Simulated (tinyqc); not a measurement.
Undoped symmetric double-gate MOSFET, analytic potential model: one step of the calculation.

An undoped body of thickness ts between two equal insulators and tied gates; long channel, electrons only, n = ni exp((psi - V)/Vt) with V the quasi-Fermi potential (0 at the source, Vd at the drain), constant mobility, no quantisation. Across the body psi(x) = V - 2 Vt ln[(ts/(2 beta)) sqrt(q ni/(2 eps0 eps_r Vt)) cos(2 beta x/ts)], x from the centre. Q is the electron charge per area of the whole body.

Question. beta at the source by Newton steps. With V = 0: f = ln(beta) - ln(cos beta) + 2 r beta tan(beta) - (Vg - V0)/(2 Vt); f' = 1/beta + tan(beta) + 2 r [tan(beta) + beta/cos^2(beta)]; beta(new) = beta - f/f'.

Inputs (values chosen for the exercise): temperature T = 300 K; gate voltage Vg = 1.17 V.

Constants: q = 1.602176634e-19 C, kB = 1.380649e-23 J/K, Vt = kB T/q. Results are converted to the units shown.

beta after iteration 1 = 1.4644896
r = 0.30840164
V0 = 0.66880701 V

Give: f; f'; beta after iteration 2.

Answer.

f = 1.396
f' = 96.07
beta after iteration 2 = 1.450

Program tinyqc, `OMP_NUM_THREADS=1 python tinyqc.py 2440067 2440068 out.jsonl`; Intel Xeon 2.30GHz, shared host, one thread, about 0.01 s.
